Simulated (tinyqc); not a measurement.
# Ion implantation: universal nuclear stopping, Lindhard-Scharff electronic stopping and a Gaussian range profile, step by step

A worked calculation. Computed by tinyqc, a small Python program that keeps every step. Command: `OMP_NUM_THREADS=1 python tinyqc.py 3025735 3025736 out.jsonl implant walk`. One thread of a shared host (Intel(R) Xeon(R) Processor @ 2.30GHz), about 0.08 s of CPU time with the checks. Intermediate numbers are printed to about 6 digits and carried at full precision; extremes and crossings named in words are read from the listed rows.

An ion slows by elastic collisions with screened nuclei and by friction with electrons; channelling is ignored and the target is uniform.

Inputs (values chosen for the exercise, modelled on germanium ions in aluminium):
```
quantity                                 value     unit
ion atomic number Z1                        32        -
ion mass M1                                 74        u
target atomic number Z2                     13        -
target mass M2                           26.98        u
target density N                          60.2   1/nm^3
ion energy E                                83      keV
scale factor of electronic stopping k     0.99        -
dose Q                                 2.1e+14   1/cm^2
background C_B                           2e+16   1/cm^3
displacement energy E_d                     25       eV
tilt angle                                  30  degrees
screen thickness d                          17       nm
```

Follow-up: tilt and screen oxide.

## Stopping at the entry energy

Reduced energy eps = 32.53 M2 E/(Z1 Z2 (M1 + M2)(Z1^0.23 + Z2^0.23)), E in keV; s_n = ln(1 + 1.1383 eps)/(2 (eps + 0.01321 eps^0.21226 + 0.19593 eps^0.5)) for eps up to 30 and ln(eps)/(2 eps) above; S_n = 8.462 Z1 Z2 M1 s_n/((M1 + M2)(Z1^0.23 + Z2^0.23)) in 1e-15 eV cm^2. S_e = k 3.83 Z1^(7/6) Z2/(Z1^(2/3) + Z2^(2/3))^(3/2) sqrt(E/M1) in 1e-15 eV cm^2, E in keV. dE/dx = N (S_n + S_e); 1e-15 eV cm^2 = 0.1 eV nm^2.

reduced energy eps = 0.431046

s_n = 0.349743

S_n = 224.264 x 1e-15 eV cm^2

S_e = 48.2705 x 1e-15 eV cm^2

energy loss dE/dx = 1640.66 eV/nm

Nuclear stopping carries 82 % of the loss at entry.

## Range and straggle

Path length R = int_0^E dE'/(N (S_n + S_e)); energy lost to nuclei nu = int_0^E S_n/(S_n + S_e) dE' (both with E' = E y^3 and 64 Gauss-Legendre points in y). Estimates of Lindhard type: R_p = R/(1 + M2/(3 M1)), straggle dR_p = (2/3) R_p sqrt(M1 M2)/(M1 + M2).

path length R = 62.4865 nm

projected range R_p = 55.7154 nm

straggle dR_p = 16.4356 nm

energy lost to nuclei nu = 72.2786 keV

87 % of the energy goes to nuclei over the whole path.

## Gaussian profile

C(x) = C_p exp(-(x - R_p)^2/(2 dR_p^2)) with C_p = Q/(sqrt(2 pi) dR_p), 1 nm = 1e-7 cm; the profile falls to the background at x_j = R_p + dR_p sqrt(2 ln(C_p/C_B)); the peak atomic fraction is C_p/N.

peak concentration C_p = 5.09735e+19 1/cm^3

Depth x_j where C falls to C_B = 120.811 nm

peak atomic fraction = 8.46735e-04

## Damage

Kinchin-Pease count with efficiency 0.8: N_d = 0.8 nu/(2 E_d), taking all of nu as damage energy (an upper estimate, as recoils also lose energy to electrons). Spread over a depth R_p + dR_p, displacements per atom = Q N_d/(N (R_p + dR_p)).

displacements per ion N_d = 1156.46

displacements per atom = 0.559127

One displacement per atom would need a dose of 3.8e14 per cm^2 if no defects annealed. Caution: above a few tenths of a displacement per atom cascades overlap, so the count overstates new damage; heavy ions turn silicon and germanium amorphous at such levels, while light ions such as boron and metal targets anneal much of the damage.

## Tilt and screen

Depths scale with cos(tilt): R_p cos and dR_p cos (lateral straggle ignored); the screen stops like the target. Fraction in the substrate = (1/2) erfc((d - R_p cos)/(sqrt2 dR_p cos)); peak depth below the screen = R_p cos - d.

fraction in the substrate = 0.985939

peak depth below the screen = 31.2509 nm

1.4 % of the dose does not reach the substrate.

## Nuclear against electronic stopping over energy

The formulas are those given above.

Stopping (1e-15 eV cm^2) and range:
```
E (keV)          eps      S_n      S_e   R (nm)      nu/E
1        5.19333e-03   79.945    5.298    4.300  0.937913
2        1.03867e-02  106.557    7.493    5.958  0.936988
5        2.59666e-02  146.785   11.848    9.568  0.932560
10       5.19333e-02  177.684   16.755   14.234  0.925944
20       1.03867e-01  204.521   23.695   22.027  0.915280
50       2.59666e-01  224.738   37.465   42.059  0.891480
100      5.19333e-01  221.588   52.984   72.806  0.861315
200      1.03867e+00  199.895   74.930  133.091  0.813462
500      2.59666e+00  150.552  118.475  316.945  0.707530
```

Nuclear stopping peaks near 50 keV among these rows (eps = 0.26; the universal curve peaks near 0.3). Nuclear stopping leads throughout. The path length grows as E^0.47 at the low end and E^0.95 at the high end; constant stopping would give E^1, and stopping that rises with E, be it nuclear (below its peak) or electronic, gives a lower exponent.

Checks made by the program: range against adaptive quadrature (relative difference 6e-06).
